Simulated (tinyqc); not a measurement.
AlGaN/GaN HEMT with access regions, lumped model: two steps of the calculation.

A polarisation-induced electron sheet under a Schottky gate, in series with two ungated access regions and contacts. Drift law v = mu E/(1 + mu E/vs) under the gate. Currents in mA/mm, resistances in ohm mm. No self-heating, no channel-length modulation; fits for polarisation, barrier and offset are chosen for the exercise.

Inputs (values chosen for the exercise); values close to those of AlGaN/GaN structures: aluminium share of the barrier x = 0.25; barrier thickness d = 18 nm; relative permittivity of barrier and channel eps_r = 9.2; channel mobility mu = 1700 cm^2/(V s); saturation velocity vs = 1.2e7 cm/s; gate length Lg = 0.5 um; source access length Ls = 1 um; drain access length Ld = 1.5 um; resistance of each contact Rc = 0.41 ohm mm; share of the drain-access electrons removed by traps ft = 0; gate voltage Vg = 0.5 V; drain voltage Vd = 2 V; critical field Ec = 3.1 MV/cm; depth over which the depleted charge spreads te = 0.22 um; insulator under the field plate tf = 100 nm; relative permittivity of that insulator ei = 7.5.

Constants: q = 1.602176634e-19 C, eps0 = 8.8541878128e-14 F/cm where lengths are in cm. Results are converted to the units shown.

Problem 1. Drain current. Access resistance R(L, n) = L/(q mu n sqrt(1 - (I/(q n vs))^2)); Rs = Rc + R(Ls, n0), Rd = Rc + R(Ld, (1 - ft) n0). Vg' = Vg - I Rs, Vd' = Vd - I (Rs + Rd); with u = Vg' - VT, Vc = vs Lg/mu and w the smaller of Vd' and Vc [sqrt(1 + 2 u/Vc) - 1] (0 if negative), the channel gives (mu Cb/Lg)(u w - w^2/2)/(1 + w/Vc). I(new) = I + 0.3 (channel current - I).

I after iteration 1 = 915.44336 mA/mm
VT = -3.9574741 V
Cb = 0.45254738 uF/cm^2
n0 = 1.1178196e13 cm^-2

Find: Rs; Rd; Vg'; Vd'; channel current; I after iteration 2.

Solution 1.

Rs = 0.7730 ohm mm
Rd = 0.9545 ohm mm
Vg' = -0.2077 V
Vd' = 0.4185 V
channel current = 1043 mA/mm
I after iteration 2 = 953.7 mA/mm

Problem 2. On-resistance and breakdown. sigma = (5e13 x + 1.6e13 x^2) cm^-2, phiB = 0.84 + 1.3 x, dEc = 0.7 (1.71 x + x^2) in volts, Cb = eps0 eps_r/d, VT = phiB - dEc - q sigma/Cb, access density n0 = -Cb VT/q. Ron = 2 Rc + Ls/(q mu n0) + Ld/(q mu (1 - ft) n0) + Lg/(mu Cb (Vg - VT)). Off state: a depleted stretch that holds the voltage V has the peak field sqrt(k V), k = 2 q n0/(eps0 eps_r te), so one edge holds V1 = Ec^2/k. The sheet under the plate pinches off at Vf = q n0 (1/Cb + tf/(eps0 ei)); beyond it the gate edge is screened. BV = V1 if Vf >= V1, else Vf + V1, and at most Ec Ld. Specific resistance Ron (Ls + Lg + Ld); figure of merit BV^2 over it.

Find: Ron; Vf; V1; BV; specific resistance; figure of merit.

Solution 2.

Ron = 1.7869 ohm mm
Vf = 30.927 V
V1 = 48.081 V
BV = 79.008 V
specific resistance = 0.053608 mohm cm^2
figure of merit = 116.44 MW/cm^2

The plate raises BV by a factor of 1.64.

Numbers from tinyqc (`OMP_NUM_THREADS=1 python tinyqc.py 2570170 2570171 out.jsonl`; about 0.03 s on one thread of a shared Intel Xeon 2.30GHz).
